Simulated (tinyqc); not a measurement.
# Changing the LO phonon energy hbar omega

Model: Froehlich polaron in a polar crystal. Computed by tinyqc, a small Python program. Command: `OMP_NUM_THREADS=1 python tinyqc.py 3006762 3006763 out.jsonl frohlich sweep`. One thread of a shared host (Intel(R) Xeon(R) Processor @ 2.30GHz), about 0.08 s of CPU time with the checks.

One electron in a parabolic band of mass m*, coupled to dispersionless LO phonons in the continuum model. Energies are in units of hbar omega unless marked, wave numbers in k_0 = sqrt(2 m* omega/hbar).

Inputs (values chosen for the exercise, for a model crystal):

| quantity | value | unit |
|---|---|---|
| band mass m* | 0.603 | m_0 |
| eps_inf | 9.88 | - |
| static dielectric constant eps_s | 22.7 | - |
| temperature T | 77 | K |

Constants: hbar^2/(2 m_0) = 3.80998212 eV angstrom^2; e^2/(4 pi eps_0) = 14.39964548 eV angstrom; k_B = 8.617333262e-05 eV/K; hbar = 6.582119569e-16 eV s; e = 1.602176634e-19 C; m_0 = 9.1093837015e-31 kg.

Method:
- 1/eps* = 1/eps_inf - 1/eps_s; k_0 = sqrt(2 m* omega/hbar) = sqrt(m* hbar omega / (hbar^2/(2 m_0))) with m* in m_0; alpha = (e^2/(4 pi eps_0)) k_0/(2 eps* hbar omega); polaron length 1/k_0.
- Feynman's bound: E(v, w) = 3 (v - w)^2/(4 v) - (alpha v/sqrt(pi)) int_0^infinity e^-u D(u)^(-1/2) du, D = w^2 u + ((v^2 - w^2)/v)(1 - e^(-v u)); integrals by 80 Gauss-Legendre points in s from 0 to 1 with u = 40 s^2.
- Minimise over v > w > 0 (simplex search); mass m_p/m* = 1 + (alpha v^3/(3 sqrt(pi))) int u^2 e^-u D^(-3/2) du.
- Scattering by absorption of an LO phonon: 1/tau = 2 alpha omega n, n = 1/(exp(hbar omega/(k_B T)) - 1); mu = e tau/m*, the weak-coupling result for k_B T well below hbar omega.

One run for each value:

| LO phonon energy hbar omega (meV) | coupling constant alpha | polaron energy, Feynman (meV) | mobility (cm^2/(V s)) | polaron length 1/k_0 (angstrom) |
|---|---|---|---|---|
| 8 | 1.8305 | -15.011 | 1.5332e+02 | 28.103 |
| 12 | 1.4946 | -18.295 | 2.7303e+02 | 22.946 |
| 18 | 1.2204 | -22.320 | 6.1488e+02 | 18.736 |
| 28 | 0.9785 | -27.746 | 2.3483e+03 | 15.022 |
| 43 | 0.7896 | -34.297 | 1.8414e+04 | 12.122 |
| 65 | 0.6422 | -42.085 | 4.1304e+05 | 9.859 |
| 99 | 0.5204 | -51.856 | 5.6236e+07 | 7.989 |
| 150 | 0.4227 | -63.750 | 9.9499e+10 | 6.490 |

Over the rows, coupling constant alpha falls from 1.83 to 0.423 (exponent d ln y / d ln x about -0.50 throughout); polaron energy, Feynman (meV) falls from -15.0 to -63.8 (exponent d ln y / d ln x about 0.49 throughout); mobility (cm^2/(V s)) rises from 153 to 9.95e10 (exponent d ln y / d ln x 1.4 between the first rows and 18 between the last). The exponent of coupling constant alpha stays at -0.50: alpha goes as omega^(-1/2). Alpha falls as omega^(-1/2), yet alpha hbar omega rises as omega^(1/2); the mobility climbs steeply because stiff phonons are exponentially rare at this T.

Caution (rows 8.00, 12.0, 18.0): this mobility formula holds for weak coupling and k_B T well below hbar omega, and it leaves out all other scattering. Caution (rows 43.0, 65.0, 99.0, 150): LO phonons are so rare at this T that impurities and acoustic phonons, left out here, limit the real mobility.
